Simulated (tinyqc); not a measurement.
Gate sweep: ballistic transport through the one-dimensional subbands of a rectangular nanowire or nanosheet channel. Computed by tinyqc, a small Python program. Command: `OMP_NUM_THREADS=1 python tinyqc.py 3028485 3028486 out.jsonl wire walk`. One thread of a shared host (Intel(R) Xeon(R) Processor @ 2.30GHz), about 0.03 s of CPU time with the checks.

Hard walls, parabolic subbands, transport along x. Energies are counted from the bulk conduction band edge at the top of the barrier, which the gate pulls down by U; the source Fermi level lies at the bulk edge when U = 0.

Inputs (values chosen for the exercise, modelled on silicon):
```
quantity,value,unit
light mass m_t,0.18,m_0
heavy mass m_l,0.904,m_0
height a,3.1,nm
width b,3.6,nm
equivalent oxide thickness t,2.2,nm
drain voltage V_D,0.33,V
temperature T,300,K
```

Valleys: silicon [100] wire.

Constants: hbar^2/(2 m_0) = 3.80998212 eV angstrom^2; k_B = 8.617333262e-05 eV/K; m_0 = 9.1093837015e-31 kg; k_B = 1.380649e-23 J/K; hbar = 1.054571817e-34 J s; eps_0 = 8.8541878128e-12 F/m; e = 1.602176634e-19 C; h = 6.62607015e-34 J s.

Method:
- E_pq = (hbar^2 pi^2/2)(p^2/(m_y b^2) + q^2/(m_z a^2)); valley pairs: (m_x, m_y, m_z) = (m_t, m_t, m_l), (m_t, m_l, m_t), (m_l, m_t, m_t), each with degeneracy g = 2; the 10 lowest subbands are kept.
- F_j(eta) = (1/Gamma(j + 1)) int_0^infinity x^j/(1 + exp(x - eta)) dx, F_0 = ln(1 + exp(eta)). Integrals over x = E/(k_B T) use 160 Gauss-Legendre points in u = sqrt(x) from 0 to sqrt(max(eta, 0) + 32).
- With degeneracy g = 2, eta_i = (U - E_i)/(k_B T) and u = e V_D/(k_B T): line density n = sum_i g sqrt(2 m_x k_B T/pi)/(2 hbar) [F_-1/2(eta_i) + F_-1/2(eta_i - u)]; gate: e n = C_ox (V_G - U/e), C_ox = 3.9 eps_0 2 (a + b)/t (flat-plate estimate); I = (2 e k_B T/h) sum_i g [F_0(eta_i) - F_0(eta_i - u)].
- Open modes are sum_i g/(1 + exp(-eta_i)). The last column is e dn/dV_G over C_ox, taken up to the next row.

Subbands:
```
valley axis,p,q,E (meV),m_x (m_0)
z,1,1,204.477,0.180
y,1,1,249.479,0.180
z,1,2,334.330,0.180
y,2,1,345.767,0.180
x,1,1,378.576,0.904
y,3,1,506.247,0.180
z,1,3,550.752,0.180
z,2,1,688.055,0.180
y,4,1,730.918,0.180
z,2,2,817.908,0.180
```

Against the gate voltage:
```
V_G (V),U (meV),n (1/nm),I (microampere),open modes,C_g/C_ox
-0.0960,-96.00,2.0997e-06,4.2608e-05,2.1272e-05,7.5809e-04
0.0045,4.42,1.0212e-04,2.0723e-03,1.0344e-03,4.6208e-02
0.1200,114.59,7.1083e-03,1.4503e-01,7.1459e-02,4.6161e-01
0.2500,184.58,8.5886e-02,1.8596e+00,7.9438e-01,7.3287e-01
0.3500,211.29,1.8209e-01,4.2253e+00,1.5337e+00,8.0382e-01
0.4800,236.79,3.1927e-01,8.0966e+00,2.3964e+00,8.3578e-01
0.6200,259.78,4.7288e-01,1.3070e+01,3.1815e+00,8.5232e-01
0.7800,283.41,6.5190e-01,1.9597e+01,3.9447e+00,8.6781e-01
0.9500,305.88,8.4557e-01,2.7123e+01,4.7244e+00,8.9106e-01
1.2000,333.12,1.1380e+00,3.8317e+01,5.9441e+00,-
```

Between the first two rows the current rises one decade per 60 mV, against the limit ln(10) k_B T/e = 60 mV. Above threshold C_g/C_ox lies between 0.73 and 0.89: the quantum capacitance in series costs a visible part.

Extremes, crossings and ranges named in words are read from the listed rows.
